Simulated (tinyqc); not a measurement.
## One-dimensional ballistic tunnel FET, two-band WKB: effect of temperature

A p-type source for x < 0 with its Fermi level at 0 and its valence edge at ds; in the channel the bands fall as D exp(-x/lam) towards their flat values, with the conduction edge at Ec = ds - dP and D = dP + Eg. The gate moves dP one to one. The drain Fermi level lies at -Vd and the drain side reflects nothing. For w = E - Ec between 0 and dP an electron crosses the gap. Two-band dispersion with equal masses m: inside the gap kappa = sqrt(m u (1 - u/Eg)/C), u the distance from a band edge, C = hbar^2/(2 m0).

S(w) = 2 lam int_0^Eg kappa(u) du/(w + Eg - u) = 2 pi lam sqrt(m/(C Eg)) [w + Eg/2 - sqrt(w (w + Eg))], T(w) = exp(-S). I = g (2 q^2/h) int_0^dP T(w) [f(E) - f(E + Vd)] dw, E = ds - dP + w, f(x) = 1/(1 + exp(x/Vt)). Swing = d(dP)/d(log10 I).

Parameters, values chosen for the exercise; band and dielectric values those of a made-up semiconductor: band gap Eg = 0.374 eV; band-edge mass of the two-band model m = 0.017 m0; screening length of the source junction lam = 5.9 nm; source valence edge above the source Fermi level ds = 0.03 eV; drain bias Vd = 0.1 V; number of degenerate subbands (spin apart) g = 2; tunnelling window Ev(source) - Ec(channel) dP = 0.24 eV.

Constants: q = 1.602176634e-19 C, kB = 1.380649e-23 J/K, hbar = 1.054571817e-34 J s, h = 6.62607015e-34 J s, m0 = 9.1093837015e-31 kg, Vt = kB T/q, hbar^2/(2 m0) = 0.0380998212 eV nm^2. Results are converted to the units shown.

Effect of temperature:
```
T (K)  I (uA)  swing (mV/decade)  Vt ln 10 (mV/decade)
77      1.691              307.2                 15.28
150     1.659              306.3                 29.76
200     1.614              304.2                 39.68
250     1.556              301.4                 49.61
300     1.491              298.1                 59.53
350     1.422              294.7                 69.45
400     1.354              291.3                 79.37
```

I falls from 1.69 to 1.35 uA, and the swing falls from 307 to 291 mV/decade, while the thermionic limit rises from 15.3 to 79.4 mV/decade. Gap and mass are held fixed. In every row S at w = dP is below 2, where a WKB prefactor of 1 is a rough guess.

Numbers from tinyqc (`OMP_NUM_THREADS=1 python tinyqc.py 2620013 2620014 out.jsonl`; about 0.01 s on one thread of a shared Intel Xeon 2.30GHz).
